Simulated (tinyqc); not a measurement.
Schottky barrier with interface states (Cowley-Sze model), image lowering and contact resistance: one step, computed by the program tinyqc.

An n-type semiconductor under a metal. The barrier lies between the Schottky-Mott limit phi_M - chi and the Bardeen limit E_g - E_n, E_n being the neutrality level of the interface states; the space-charge term of the full Cowley-Sze expression is left out.

Task: Thermionic current. A* = 4 pi e m_e M_c k_B^2/h^3 (a simple valley count); J_s = A* T^2 exp(-phi/k_B T). J_0 uses phi_B; the reverse current uses phi_B less the image lowering, times 1 - exp(-V_r/k_B T).

Inputs (values chosen for the exercise, with gap, mass and screening modelled on CdTe):

| quantity | value | unit |
|---|---|---|
| electron mass m_e | 0.0958 | m_0 |
| valleys M_c | 1 | - |
| temperature T | 350 | K |
| reverse bias V_r | 2.3 | V |

Pinning factor from: interface states.

barrier phi_B = 1.113765 eV

image lowering = 0.02415873 eV

Constants: e = 1.602176634e-19 C; m_0 = 9.1093837015e-31 kg; k_B = 1.380649e-23 J/K; h = 6.62607015e-34 J s; k_B = 8.617333262e-05 eV/K.

Give: Richardson constant A*; J_0; thermionic reverse current.

Result:

Richardson constant A* = 11.51 A cm^-2 K^-2

J_0 = 1.294e-10 A/cm^2

thermionic reverse current = 2.882e-10 A/cm^2

Image lowering raises the reverse current by a factor 2.23.
